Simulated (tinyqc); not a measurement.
Quantum against classical capture: non-radiative capture by multiphonon emission, one effective mode. Computed by tinyqc, a small Python program. Command: `OMP_NUM_THREADS=1 python tinyqc.py 3030908 3030909 out.jsonl capture walk`. One thread of a shared host (Intel(R) Xeon(R) Processor @ 2.30GHz), about 0.01 s of CPU time with the checks.

The initial state (free carrier plus empty centre) lies dE above the final state; both have the same frequency and are displaced by dQ.

Inputs (values chosen for the exercise, with mass, screening and phonons like those of ZnSe):
```
quantity                    value                   unit
energy released dE          0.207                     eV
phonon energy hbar omega       19                    meV
Huang-Rhys factor S          7.62                      -
electron-phonon coupling W  0.013  eV/(u^(1/2) angstrom)
cell volume V                1480             angstrom^3
degeneracy g                    1                      -
broadening b                   11                    meV
carrier mass m              0.145                    m_0
dielectric constant eps       9.1                      -
temperature T                 300                      K
```

Centre: attractive.

Constants: hbar^2/u = 4.18015928e-03 eV angstrom^2; k_B = 8.617333262e-05 eV/K; hbar = 6.582119569e-16 eV s; Ry = 13.605693123 eV.

Method:
- dQ = sqrt(2 S (hbar^2/u)/hbar omega); relaxation energy lambda = S hbar omega; phonons needed P = dE/hbar omega; classical barrier E_b = (dE - lambda)^2/(4 lambda); occupation n = 1/(exp(hbar omega/k_B T) - 1).
- M_p = sum_m w_m <m_i|Q|(m + p)_f>^2 with Q counted from the final minimum and Boltzmann weights w_m for m = 0..24; <m_i|Q|k_f> = sqrt((hbar^2/u)/(2 hbar omega)) [sqrt(k) <m|k-1> + sqrt(k+1) <m|k+1>], with overlaps of oscillators displaced by d = sqrt(2 S) summed on 1500 points from -16 to 16 + d.
- The delta function is a Gaussian of standard deviation b at dE - p hbar omega.
- C_0 = V (2 pi/hbar) g W^2 sum_p M_p Gaussian_p. Here the sum runs over all p.
- Classical (Marcus) form: replace the sum by Q_c^2 exp(-E_b/k_B T)/sqrt(4 pi lambda k_B T), Q_c = dQ (dE + lambda)/(2 lambda).
- Sommerfeld factor of an attractive centre: s(k) = 2 pi nu/(1 - exp(-2 pi nu)), nu = sqrt(Ry*/E), Ry* = Ry m/eps^2, averaged over (2/sqrt(pi)) sqrt(x) exp(-x) dx with x = E/k_B T = t^2 (trapezoid, t to 6 in steps of 0.01).
- The last column is -k_B d ln C_0/d(1/T) from this row and the one above.

dQ = 1.83110 u^(1/2) angstrom

lambda = 0.14478 eV

classical barrier E_b = 0.00668485 eV

Against temperature:
```
T (K)  C_0, quantum (cm^3/s)  C_0, classical (cm^3/s)  Sommerfeld factor  activation energy (eV)
18                4.0098e-08               2.9888e-09             27.785                       -
33                4.0123e-08               1.5654e-08             20.521              2.1079e-06
55                4.0448e-08               3.1051e-08             15.896              5.7480e-05
88                4.1504e-08               4.1660e-08             12.570              3.2551e-04
130               4.2572e-08               4.5570e-08             10.348              5.9659e-04
200               4.2546e-08               4.5273e-08              8.357             -1.9536e-05
310               4.0211e-08               4.1730e-08              6.739             -2.7414e-03
490               3.5760e-08               3.6388e-08              5.406             -8.5321e-03
```

What does the comparison show, and why?

At 18.0 K the quantum value is 13 times the classical one: C_0 comes from tunnelling out of the lowest level and hardly depends on T. At 490 K the ratio is 0.98. The largest apparent activation energy is 0.001 eV against the classical barrier of 0.007 eV; a barrier below one phonon energy gives no activated range. The measured coefficient is C = s C_0, and s changes by a factor 0.19 over these rows, so C changes by 0.17 where C_0 changes by 0.89.

Extremes, crossings and ranges named in words are read from the listed rows.
